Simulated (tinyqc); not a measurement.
# MOSFET in the linear regime without short-channel effects, parameter extraction from computed curves: effects of single changes

Inversion charge Q = Cox n Vt W0(exp((Vg - VT)/(n Vt))), W0 the Lambert function and n = nf; u = Q/Cox; mobility mu = mu0/(1 + th1 u + th2 u^2); channel resistance Rch = (L - dL)/(W mu Q); Id = Vd/(Rch + Rsd/W). Cox = eps0 eox/tox. Small Vd, no channel-length or drain effects.

Inputs (values chosen for the exercise); channel values of the order met in silicon transistors:
- T = 300 K (temperature)
- eox = 22.4 (relative permittivity of the gate insulator (close to hafnium oxide))
- tox = 5.7 nm (insulator thickness)
- mu0 = 310 cm^2/(V s) (low-field mobility)
- th1 = 0.25 1/V (first mobility attenuation factor)
- th2 = 0 1/V^2 (second mobility attenuation factor)
- VT = 0.45 V (threshold voltage)
- nf = 1.17 (body factor)
- W = 0.5 um (gate width)
- L = 0.12 um (drawn gate length)
- dL = 0.01 um (drawn less effective length)
- Rsd = 140 ohm um (source plus drain resistance)
- Vd = 0.025 V (drain voltage)

Constants: q = 1.602176634e-19 C, kB = 1.380649e-23 J/K, Vt = kB T/q, eps0 = 8.8541878128e-14 F/cm where lengths are in cm. Results are converted to the units shown.

Each table varies one quantity; the others keep the values above.

## Extraction methods against the drawn gate length

From the continuous curve Id(Vg): tangent at peak gm (V_ext = Vg - Id/gm); constant current Id = 0.1 uA W/L; peak of d2Id/dVg2; Y = Id/sqrt(gm) drawn through Vg = VT + 0.6 and VT + 0.8 V, with intercept VT_Y and slope s. Mobilities gm,max L/(W Cox Vd) and s^2 L/(W Cox Vd) with the drawn L. Last column: share of Rsd/W in the total resistance at VT + 0.8 V.

Result of one run:
columns A: L (um); B: V_ext (V); C: constant current (V); D: second derivative (V); E: VT_Y (V); F: mobility from gm (cm^2/(V s)); G: mobility from Y (cm^2/(V s)); H: series share (%)
```
A         B      C      D      E    F    G     H
0.03  0.406  0.377  0.420  0.494  154  422  81.9
```

What becomes of these results when the drawn gate length L is changed from 0.03 to 0.27 um, all else the same?

Result of the changed run:
columns A: L (um); B: V_ext (V); C: constant current (V); D: second derivative (V); E: VT_Y (V); F: mobility from gm (cm^2/(V s)); G: mobility from Y (cm^2/(V s)); H: series share (%)
```
A         B      C      D      E    F    G     H
0.27  0.447  0.389  0.440  0.494  213  292  25.8
```

The whole series:
columns A: L (um); B: V_ext (V); C: constant current (V); D: second derivative (V); E: VT_Y (V); F: mobility from gm (cm^2/(V s)); G: mobility from Y (cm^2/(V s)); H: series share (%)
```
A          B      C      D      E    F    G     H
0.03   0.406  0.377  0.420  0.494  154  422  81.9
0.062  0.423  0.385  0.431  0.494  174  335  63.5
0.13   0.436  0.388  0.436  0.494  195  305  43.0
0.27   0.447  0.389  0.440  0.494  213  292  25.8
0.56   0.454  0.390  0.441  0.494  226  286  14.1
1.2    0.460  0.390  0.442  0.494  235  284  7.07
2.4    0.463  0.390  0.443  0.494  240  283  3.65
5      0.464  0.390  0.443  0.494  242  282  1.78
```

The model has VT = 0.45 V and mu0 = 310 cm^2/(V s). Over the table the extracted thresholds move by 58 mV (tangent), 13 mV (constant current), 22 mV (second derivative), under 0.5 mV (Y function). The mobility from gm rises from 154 to 242 and that from Y falls from 422 to 282 cm^2/(V s).

## Extraction methods against the source plus drain resistance

Same model as above.

Extraction methods against the source plus drain resistance:
columns A: Rsd (ohm um); B: V_ext (V); C: constant current (V); D: second derivative (V); E: VT_Y (V); F: mobility from gm (cm^2/(V s)); G: mobility from Y (cm^2/(V s)); H: series share (%)
```
A         B      C      D      E     F    G     H
0     0.466  0.387  0.443  0.494   267  307     0
50    0.448  0.387  0.440  0.494   228  307  22.7
100   0.440  0.387  0.438  0.494   206  307  37.0
200   0.430  0.388  0.434  0.494   177  307  54.0
400   0.418  0.388  0.428  0.494   144  307  70.2
800   0.406  0.388  0.419  0.494   110  307  82.5
1500  0.393  0.389  0.410  0.494  81.1  307  89.8
```

The model has VT = 0.45 V and mu0 = 310 cm^2/(V s). Over the table the extracted thresholds move by 73 mV (tangent), 1.7 mV (constant current), 32 mV (second derivative), under 0.5 mV (Y function). The mobility from gm falls from 267 to 81.1 and that from Y stays near 307 cm^2/(V s). Y cancels the series resistance, which multiplies Id and sqrt(gm) by the same factor.

tinyqc, about 0.01 s, one thread, Intel Xeon 2.30GHz (shared host): `OMP_NUM_THREADS=1 python tinyqc.py 2210166 2210167 out.jsonl`
